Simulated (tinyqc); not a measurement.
Monte Carlo simulation of one carrier in a uniform electric field: one step, computed by the program tinyqc.

The force e F acts along +z. Flights end at the constant total rate Gamma; the part of Gamma that the real rates do not fill is self-scattering, which leaves k unchanged. One valley, no impurities and no intervalley scattering.

Question. Scattering event 1. Kane band: hbar^2 k^2/(2 m) = E (1 + alpha E), speed v = hbar k/(m (1 + 2 alpha E)), states per spin, volume and energy g(E) = m k (1 + 2 alpha E)/(2 pi^2 hbar^2); overlap factors are set to 1. Masses are multiplied by m_0 and all formulas are in SI units. Phonon occupation N_q = 1/(exp(hbar w/(k_B T)) - 1). Acoustic deformation potential (elastic, equipartition, absorption and emission together): 1/tau = 2 pi k_B T D_A^2 g(E)/(hbar rho v_l^2). Polar optical, unscreened: W = e^2 w (1/eps_inf - 1/eps_s) m (1 + 2 alpha E') ln|(k + k')/(k - k')| / (4 pi eps_0 hbar^2 k), times N_q for absorption (E' = E + hbar w) and N_q + 1 for emission (E' = E - hbar w > 0), with alpha = 0 for a parabolic band; mean cosine of the angle <cos> = (k^2 + k'^2)/(2 k k') - 1/ln|(k + k')/(k - k')|. Choice: with cumulative rates in the order acoustic, absorption, emission, the process is the first whose sum exceeds r2 Gamma; if none, self-scattering. Final state: E' = E, E + hbar w or E - hbar w gives k'. Isotropic processes: cos(theta) = 1 - 2 r3 from the z axis, phi = 2 pi r4, k' (sin theta cos phi, sin theta sin phi, cos theta). Polar processes: cos(b) = [1 + xi - (1 + 2 xi)^r3]/xi, xi = 2 k k'/(k - k')^2, b from the old direction n; new direction cos b n + sin b (cos phi e1 + sin phi e2), e1 = (z x n)/|z x n|, e2 = n x e1. Use row 1 of the random numbers.

Inputs (values chosen for the exercise, modelled on GaSb):
```
quantity                              value    unit
effective mass m                     0.0396     m_0
non-parabolicity alpha                  1.2    1/eV
static permittivity eps_s              15.7       -
high-frequency permittivity eps_inf    14.4       -
density rho                            5610  kg/m^3
sound velocity v_l                     4180     m/s
acoustic deformation potential D_A      7.4      eV
optical phonon energy hbar w           30.2     meV
lattice temperature T                   300       K
```

Crystal: polar. Band: Kane.

k at the end of the flight (1/nm): -0.2600000  -0.2800000  0.1311933

Random numbers (0.02 to 0.98, from up to 60 sets tried for early real events), one row a flight:
```
       r1      r2      r3      r4
1  0.6439  0.4851  0.2424  0.3538
2  0.3592  0.2973  0.4112  0.9612
3  0.6111  0.1329  0.7636  0.1433
4  0.3563  0.9743  0.6166  0.4302
5  0.9322  0.3685  0.4046  0.9735
6  0.8024  0.5799  0.4535  0.5798
7  0.0723  0.8943  0.2742  0.8001
```

Gamma = 5.212285 1e12/s

Constants: hbar = 1.054571817e-34 J s; m_0 = 9.1093837015e-31 kg; e = 1.602176634e-19 C; k_B = 1.380649e-23 J/K; hbar = 6.582119569e-16 eV s; eps_0 = 8.8541878128e-12 F/m; k_B = 8.617333262e-05 eV/K.

Give: cumulative rates; r2 Gamma; process chosen; k after event 1, the start of the next flight.

Answer.

cumulative rates (1e12/s): acoustic 0.311, absorption 1.188, emission 3.536

r2 Gamma = 2.528 1e12/s

Process chosen: emission

k after event 1, the start of the next flight (1/nm): -0.2411  -0.1883  0.1709
